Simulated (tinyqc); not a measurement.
Changing the temperature T: Cabrera-Mott growth of a thin oxide under its own electric field. Computed by tinyqc, a small Python program. Command: `OMP_NUM_THREADS=1 python tinyqc.py 3012168 3012169 out.jsonl cabrera sweep`. One thread of a shared host (Intel(R) Xeon(R) Processor @ 2.30GHz), about 0.03 s of CPU time with the checks.

Electrons cross the film freely and set a fixed potential V across it; the field V/x lowers the barrier for ions entering the oxide.

Inputs (values chosen for the exercise, for a model metal):
```
quantity                     value        unit
barrier W                     1.24          eV
Mott potential V              0.57           V
ion charge number z              2           -
half jump distance b             2    angstrom
prefactor u0 = N Omega nu  1.3e+12  angstrom/s
starting thickness x0          5.1    angstrom
time t                          15           s
```

Backward hops: kept.

Constants: k_B = 8.617333262e-05 eV/K.

Method. u = u0 exp(-W/(k_B T)), X1 = z b V/(k_B T) with V in volts and k_B T in eV; dx/dt = 2 u sinh(X1/x). t(x) = int_(x0)^x dx / (dx/dt) by Gauss-Legendre quadrature (80 points on each side of (x0 + 2 x)/3), solved for x.

One run for each value:
```
temperature T (K)  thickness x (angstrom)  field at time t (MV/cm)  rate at time t (angstrom/s)
300                                  5.53                   10.303                   1.6086e-02
350                                  7.52                    7.577                   4.1964e-02
400                                 11.43                    4.985                   1.0070e-01
450                                 20.43                    2.791                   2.9876e-01
500                                 47.10                    1.210                   1.1341e+00
550                                133.68                    0.426                   4.1498e+00
600                                366.27                    0.156                   1.2053e+01
```

Describe and explain the trends.

Over the rows, thickness x (angstrom) rises from 5.53 to 366 (exponent d ln y / d ln x 2.0 between the first rows and 12 between the last); field at time t (MV/cm) falls from 10.3 to 0.156 (exponent d ln y / d ln x -2.0 between the first rows and -12 between the last); rate at time t (angstrom/s) rises from 0.0161 to 12.1 (exponent d ln y / d ln x 6.2 between the first rows and 12 between the last). While x is well below X1, growth stalls where z b V/x has fallen to about W - k_B T ln(u0 t X1/x^2); heat closes that gap, so the film thickens slowly at first and steeply once W/(k_B T) nears that logarithm. Left out: 200, 250 (no growth at this temperature).

Caution (rows 450, 500, 550, 600): the starting field or rate is formal: the first layers form as fast as oxygen arrives. Caution (rows 550, 600): electrons tunnel only through a few nanometres, so beyond about 10 nm a fixed Mott potential is doubtful.
